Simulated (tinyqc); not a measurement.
Permittivity of the insulator from five potentials.

Problem. A node lies on a semiconductor-insulator interface. Steps: hs = tb/2 down into the semiconductor, ho = tox/1 up into the insulator, hy = L/5 sideways. The flux balance of its box reads eox (hy/ho)(above - node) + eps_r (hy/hs)(below - node) + [(eps_r hs + eox ho)/(2 hy)](left + right - 2 node) - q Na (hs/2) hy/eps0 = 0. Find eox.

Parameters, values chosen for the exercise; semiconductor permittivity close to that of silicon: relative permittivity of the semiconductor eps_r = 11.8; half the body thickness tb = 8 nm; insulator thickness tox = 5.4 nm; channel length L = 55 nm; acceptor density of the depleted body Na = 0 cm^-3.

Constants: q = 1.602176634e-19 C, eps0 = 8.8541878128e-14 F/cm where lengths are in cm. Results are converted to the units shown.

psi (V): node 0.077974124, above -0.04, below 0.14183142, left 0.58, right 0.0020086176

Solution. The balance is linear in eox.

eox = 22.0

Program tinyqc, `OMP_NUM_THREADS=1 python tinyqc.py 2480142 2480143 out.jsonl`; Intel Xeon 2.30GHz, shared host, one thread, about 0.1 s.
